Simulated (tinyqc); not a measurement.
# Changing the temperature T

Model: concentration-dependent dopant diffusion with charged defects and the built-in field. Computed by tinyqc, a small Python program. Command: `OMP_NUM_THREADS=1 python tinyqc.py 3021189 3021190 out.jsonl extrinsic sweep`. One thread of a shared host (Intel(R) Xeon(R) Processor @ 2.30GHz), about 0.7 s of CPU time with the checks.

A constant source C_s feeds a half space. The dopant moves through neutral point defects and through charged ones, whose number grows with the majority carrier density n.

Inputs (values chosen for the exercise, modelled on antimony in silicon): neutral prefactor D0x = 0.216 cm^2/s; neutral activation energy E0 = 3.63 eV; singly charged prefactor D01 = 14.3 cm^2/s; activation energy E1 = 4.09 eV; surface concentration C_s = 1.4e+20 1/cm^3; junction level C_B = 1.2e+16 1/cm^3; time t = 3400 s.

Field enhancement: on.

Constants: k_B = 8.617333262e-05 eV/K.

Method:
- n_i = 3.87e16 T^1.5 exp(-7014/T) per cm^3 (T in kelvin, an empirical form); each D = prefactor x exp(-E/(k_B T)); the intrinsic diffusivity D_i is their sum.
- Temperatures in kelvin are T(C) + 273.15.
- n = C/2 + sqrt(C^2/4 + n_i^2); D(C) = h [Dx + D1 (n/n_i)], h = 1 + C/sqrt(C^2 + 4 n_i^2).
- With y = x/sqrt(D_s t), u = C/C_s and q = -(D/D_s) du/dy: du/dy = -q D_s/D, dq/dy = -(y/2) q D_s/D, u(0) = 1. The surface flux q(0) is shot so that u tends to 0 (LSODA, an adaptive multistep solver, relative tolerance 1e-10). Dose Q = 2 q(0) C_s sqrt(D_s t).
- The junction lies where C = C_B.

One run for each value:
```
temperature T (C)  junction depth x_j (nm)  enhancement D_s/D_i  n_i (1/cm^3)  intrinsic diffusivity D_i (cm^2/s)
850                                   27.7               37.287    2.8264e+18                          1.7467e-17
900                                   59.2               30.445    3.9372e+18                          9.3435e-17
950                                  119.3               25.005    5.3521e+18                          4.3960e-16
1000                                 228.3               20.662    7.1191e+18                          1.8453e-15
1050                                 417.9               17.181    9.2883e+18                          6.9958e-15
1100                                 735.3               14.378    1.1910e+19                          2.4203e-14
1150                                1249.1               12.110    1.5037e+19                          7.7105e-14
```

Describe and explain the trends.

Over the rows, junction depth x_j (nm) rises from 27.7 to 1250; enhancement D_s/D_i falls from 37.3 to 12.1. The enhancement drops as T rises, because n_i grows relative to C_s.

Caution (all rows): at such concentrations dopants can cluster or exceed their solubility; the active fraction and the diffusivity then fall below the model.
